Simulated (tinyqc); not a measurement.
From one set of inputs to another, one input at a time: Bloch-Grueneisen resistivity of a metal. Computed by tinyqc, a small Python program. Command: `OMP_NUM_THREADS=1 python tinyqc.py 3022723 3022724 out.jsonl bg ladder`. One thread of a shared host (Intel(R) Xeon(R) Processor @ 2.30GHz), about 0.01 s of CPU time with the checks.

Electrons scatter from a Debye spectrum of phonons (n = 5 for scattering within one band, n = 3 for scattering into a second, heavy band) and from static defects.

The inputs printed are set A. Set A is modelled on platinum; the values taken over come from a set modelled on nickel. Inputs not listed in the table keep their values of set A, so the rows need not describe a real material.

Inputs (values chosen for the exercise, modelled on platinum):

| quantity | value | unit |
|---|---|---|
| exponent n | 5 | - |
| Debye temperature Theta | 220 | K |
| transport coupling lambda_tr | 0.5 | - |
| Drude plasma energy hbar w_p | 7.2 | eV |
| residual resistivity rho_0 | 11 | microohm cm |
| temperature T | 40 | K |
| coefficient A of T^2 | 1.6 | picoohm cm/K^2 |

Addition: T^2 term.

Constants: k_B = 1.380649e-23 J/K; hbar = 1.054571817e-34 J s; eps_0 = 8.8541878128e-12 F/m; hbar = 6.582119569e-16 eV s; k_B = 8.617333262e-05 eV/K.

Method:
- rho_ph = (n - 1) rho_1 (T/Theta)^n J_n(Theta/T), with rho_1 = 2 pi lambda_tr k_B Theta/(hbar eps_0 w_p^2), the high-temperature line at T = Theta.
- J_n(y) = int_0^y x^n e^x/(e^x - 1)^2 dx, by 96 Gauss-Legendre points (upper limit at most 60).
- rho = rho_0 + A T^2 + rho_ph.
- Temperature coefficient (1/rho) d rho/dT by a central difference of +/- 0.5 K; residual ratio rho(295 K)/rho(4.2 K); scattering time tau = 1/(eps_0 w_p^2 rho); Wiedemann-Franz kappa = L_0 T/rho, L_0 = (pi^2/3)(k_B/e)^2.

Each row keeps all changes above it:

| input moved | from | to | temperature coefficient (1e-3/K) | phonon resistivity rho_ph (microohm cm) | Wiedemann-Franz conductivity (W/(m K)) |
|---|---|---|---|---|---|
| set A | - | - | 2.8362 | 4.1285e-01 | 8.56 |
| coefficient A of T^2 (picoohm cm/K^2) | 1.6 | 1.5 | 2.8356 | 4.1285e-01 | 8.56 |
| temperature T (K) | 40 | 20 | 0.5542 | 2.5440e-02 | 4.43 |
| transport coupling lambda_tr | 0.5 | 0.22 | 0.2472 | 1.1194e-02 | 4.44 |
| Debye temperature Theta (K) | 220 | 378 | 0.0358 | 1.3324e-03 | 4.44 |
| Drude plasma energy hbar w_p (eV) | 7.2 | 5.8 | 0.0521 | 2.0532e-03 | 4.44 |
| residual resistivity rho_0 (microohm cm) | 11 | 0.27 | 2.1042 | 2.0532e-03 | 179.20 |

Temperature coefficient goes from 2.84 to 2.10, a factor 0.742 in all. The largest single move comes from residual resistivity rho_0 (a factor 40.4), but it runs against the net change; the largest move in the direction of the net change is Debye temperature Theta (a factor 0.145). Phonon resistivity rho_ph goes from 0.413 to 0.00205, a factor 0.00497 in all. The largest single move comes from temperature T (a factor 0.0616), and Drude plasma energy hbar w_p works against it (a factor 1.54). Wiedemann-Franz conductivity goes from 8.56 to 179, a factor 20.9 in all. The largest single move comes from residual resistivity rho_0 (a factor 40.4), and temperature T works against it (a factor 0.518). The single moves hold for this order of the switches; the total does not depend on the order.

Extremes, crossings and ranges named in words are read from the listed rows.
